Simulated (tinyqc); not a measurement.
Worked calculation: ellipsoidal valleys in the axes of a wafer and a channel. Values are carried at full precision from step to step, so a last printed digit may differ when a step is redone from the rounded ones.

Valleys with axes a along x, y and z, two valleys each; inverse mass tensor w = 1/mt + (1/ml - 1/mt) a a. Device axes: z = nz/|nz|, x = nx/|nx|, y = z cross x; in them a = (ax, ay, az). Confinement mass mz = 1/w_zz. In the plane w_ij is replaced by u_ij = w_ij - w_iz w_jz/w_zz (i, j = x, y); density-of-states mass md = 1/sqrt(det u); conductivity mass along x mc = 1/u_xx; ballistic transport mass mx = u_yy/det u, width mass my = 1/u_yy.

Constants: hbar^2/2m0 = 3.80998211 eV angstrom^2; kB = 8.617333262e-05 eV/K.

Parameters, chosen for this exercise (near those of the Delta valleys of Si; shifted at random, so the results belong to these values and not to a real crystal):
```
symbol  value       unit  meaning
ml      0.915       m0    longitudinal mass
mt      0.188       m0    transverse mass
nz      (1, 1, 0)         surface normal (confinement)
nx      (1, -1, 1)        channel direction
t       8.8         nm    thickness of the film
T       400         K     temperature
```

## Device axes and valley axes

Give the rows x, y, z in cubic components and each valley axis in device components.

device axes:
```
    [100]    [010]    [001]
x  0.5774  -0.5774   0.5774
y  0.4082  -0.4082  -0.8165
z  0.7071   0.7071   0.0000
```

valley axes:
```
        ax       ay      az
x   0.5774   0.4082  0.7071
y  -0.5774  -0.4082  0.7071
z   0.5774  -0.8165  0.0000
```

## Tensors of the valley z

Form w and the reduced tensor u.

w (1/m0):
```
        x       y       z
x  3.9104  1.9923  0.0000
y  1.9923  2.5016  0.0000
z  0.0000  0.0000  5.3191
```

u (1/m0):
```
        x       y
x  3.9104  1.9923
y  1.9923  2.5016
```

w_xz = w_yz = 0: the normal is a principal axis and u is the upper block of w.

## Masses of all valleys

Give mz, md, mc, mx and my.

Masses (m0):
```
valley      mz      md      mc      mx      my
x       0.3119  0.3220  0.3354  0.4303  0.2409
y       0.3119  0.3220  0.3354  0.4303  0.2409
z       0.1880  0.4148  0.2557  0.4303  0.3997
```

mz md^2 = ml mt^2 = 0.03234 for every valley, so a heavy confinement mass comes with a small density of states. The heaviest mz is 0.312, for x and y.

## Subbands and shares in a film

Hard walls: E_n = c (n pi/t)^2/mz, c = hbar^2/2m0, n = 1, 2, 3. Non-degenerate share of a valley proportional to md sum_n exp(-E_n/kT); mean 1/mc = sum of share/mc. 1 nm = 10 angstrom.

Give the ladders, the shares and the mean conductivity mass.

Subbands:
```
valley  E1 (meV)  E2 (meV)  E3 (meV)  share
x           15.6      62.3     140.1  0.354
y           15.6      62.3     140.1  0.354
z           25.8     103.3     232.5  0.292
```

mean mc = 0.3074 m0

The lowest ladder (x and y) holds 71 % of the electrons in these valleys, the next starts 10 meV higher.

## Checks

- mz md^2 against ml mt^2: they agree to 1e-10 or better.
- mx my against md^2: they agree to 1e-10 or better.

Program tinyqc; command `OMP_NUM_THREADS=1 python tinyqc.py 1850815 1850816 out.jsonl`; about 0.01 s on one thread of a shared Intel(R) Xeon(R) Processor @ 2.30GHz.
